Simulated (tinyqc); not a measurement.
Out-diffusion of a doped substrate or buried layer into a growing epitaxial film: one step, computed by the program tinyqc.

x is counted from the original substrate surface into the film, whose surface moves as x = v t. Substrate dopant has one diffusivity; the dopant of the film is taken as uniform.

Problem. Scales. D = D0 exp(-E/(k_B T)); growth time t = d/v; l = 2 sqrt(D t); growth number G = v t/l = d/l; 1 um = 1e-4 cm. Temperatures in kelvin are T(C) + 273.15.

Inputs (values chosen for the exercise, modelled on arsenic in silicon):

| quantity | value | unit |
|---|---|---|
| prefactor D0 | 8.64 | cm^2/s |
| activation energy E | 4 | eV |
| growth rate v | 0.13 | um/min |
| film thickness d | 2 | um |
| growth temperature T | 1000 | C |

Film doping: opposite type.

Constants: k_B = 8.617333262e-05 eV/K.

Give: diffusivity D; growth time t; length l; growth number G.

Solution.

diffusivity D = 1.266e-15 cm^2/s

growth time t = 15.38 min

length l = 0.02162 um

growth number G = 92.50

The surface outruns diffusion, so the film acts as an infinite medium.
